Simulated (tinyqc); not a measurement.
# Bulk transistor, scale length and short-channel effects: effects of single changes

A gate, an insulator of thickness ti and a depleted layer of depth ts on a conducting body. Below threshold the potential that source and drain add obeys Laplace's equation and vanishes on the gate and at the bottom of the depleted layer. Its lowest mode decays along the channel as exp(-k y); k is the smallest positive root of the matching condition at the interface, and the scale length is Lambda = pi/k.

Inputs (values chosen for the exercise); permittivities: semiconductor made up, insulator close to that of silicon dioxide: temperature T = 325 K; relative permittivity of the semiconductor eps_r = 12.7; relative permittivity of the insulator ei = 3.74; insulator thickness ti = 1 nm; depletion depth ts = 12 nm; channel length L = 25 nm; potential of the source Vbi = 0.93 V; potential of the barrier top at threshold sT = 0.6 V; drain voltage Vds = 0.6 V.

Constants: q = 1.602176634e-19 C, kB = 1.380649e-23 J/K, Vt = kB T/q. Results are converted to the units shown.

Each table varies one quantity; the others keep the values above.

## Effect of the insulator thickness

k is the smallest positive root of f(k) = eps_r sin(k ti) cos(k ts) + ei cos(k ti) sin(k ts). Along the channel psi(y) = s + a exp(y/l) + b exp(-y/l) with psi(0) = Vbi, psi(L) = Vbi + Vds and l = 1/k = Lambda/pi; with A = Vbi - s, B = A + Vds, x = exp(-L/l): a = (B - A x) x/(1 - x^2), b = (A - B x)/(1 - x^2). The minimum is s + 2 sqrt(a b), at y = (l/2) ln(b/a). The long-channel potential follows the gate as s = sT + (Vg - VTL)/m, and the threshold VT is the gate voltage at which the minimum equals sT. Swing = m Vt ln 10/g at threshold, g = d(minimum)/ds = 1 - (b x + a)/((1 + x) sqrt(a b)). DIBL = [VT(0.05 V) - VT(Vds)]/(Vds - 0.05 V). sT and Vbi are held fixed; m = 1 + eps_r ti/(ei ts) in each row.

Effect of the insulator thickness:
```
ti (nm)	Lambda (nm)	L/Lambda	VT - VTL at Vds (mV)	DIBL (mV/V)	swing (mV/decade)
0.33	13.097	1.9088	-67.748	45.388	79.271
0.43	13.411	1.8641	-75.197	50.447	82.044
0.56	13.803	1.8112	-85.317	57.333	85.702
0.73	14.286	1.7500	-99.180	66.788	90.560
0.95	14.861	1.6822	-117.98	79.644	96.949
1.2	15.452	1.6180	-140.28	94.935	104.32
1.6	16.276	1.5360	-177.54	120.57	116.29
```

What does the table show?

As ti goes from 0.33 to 1.6 nm, Lambda rises from 13.1 to 16.3 nm, DIBL rises from 45.4 to 121 mV/V and the swing rises from 79.3 to 116 mV a decade. On average Lambda goes as ti^(0.14).

## Effect of the channel length

Same model as above.

The same in every row: Lambda (nm) = 14.984.

Result of one run:
```
L (nm)	L/Lambda	VT - VTL at Vds = 0.05 V (mV)	VT - VTL at Vds (mV)	DIBL (mV/V)	swing (mV/decade)
33	2.2023	-30.468	-48.044	31.956	88.999
```

What becomes of these results when the channel length L is changed from 33 to 20 nm, all else the same?

Result of the changed run:
```
L (nm)	L/Lambda	VT - VTL at Vds = 0.05 V (mV)	VT - VTL at Vds (mV)	DIBL (mV/V)	swing (mV/decade)
20	1.3347	-145.20	-233.11	159.84	112.08
```

The whole series:
```
L (nm)	L/Lambda	VT - VTL at Vds = 0.05 V (mV)	VT - VTL at Vds (mV)	DIBL (mV/V)	swing (mV/decade)
16	1.0678	-257.01	-416.44	289.86	134.22
20	1.3347	-145.20	-233.11	159.84	112.08
23	1.5349	-98.424	-157.11	106.70	102.74
28	1.8686	-53.848	-85.327	57.235	93.755
33	2.2023	-30.468	-48.044	31.956	88.999
40	2.6694	-14.144	-22.215	14.674	85.654
47	3.1366	-6.6832	-10.475	6.8949	84.117
57	3.8040	-2.3206	-3.6328	2.3859	83.216
67	4.4713	-0.81077	-1.2687	0.83256	82.903
```

From L = 16 to 67 nm, DIBL falls from 290 to 0.833 mV/V and the swing falls from 134 to 82.9 mV a decade (long-channel value 82.7). Between the last two rows the threshold shift at Vds decays with a length of 9.51 nm, against 2 Lambda/pi = 9.54 nm for a shift that goes as exp(-pi L/(2 Lambda)). DIBL first drops below 100 mV/V at L = 28 nm among the rows, L/Lambda = 1.9. For L = 16 to 20 nm L is under 1.5 Lambda, where higher modes, left out of the one-mode potential, count.

Program tinyqc, `OMP_NUM_THREADS=1 python tinyqc.py 2420083 2420084 out.jsonl`; Intel Xeon 2.30GHz, shared host, one thread, about 0.01 s.
